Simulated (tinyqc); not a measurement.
Inside a calculation. Method: lattice vibrations of a chain. One step of it, computed by the program tinyqc.

Question. Dynamical matrix at q = 0.18. q is in units of 2 pi/a. A spring k from atom i to atom j, n cells on, adds k to Phi_ii and Phi_jj, -k exp(2 pi i q n) to Phi_ij and the conjugate to Phi_ji (for one atom a cell: 2k (1 - cos 2 pi q n)); D_ij = Phi_ij / sqrt(m_i m_j).

A chain moving along its axis:

| atom | mass (u) | spring to the next atom (eV/angstrom^2) |
|---|---|---|
| 1 | 47.000000 | 11.400000 |
| 2 | 69.500000 | 25.600000 |
| second neighbours | - | 2.000000 |

Give: D(q).

Answer.

D(q) (eV/(angstrom^2 u)):
```
                 1                2
1           0.8361  -0.3902+0.4053i
2  -0.3902-0.4053i           0.5654
```
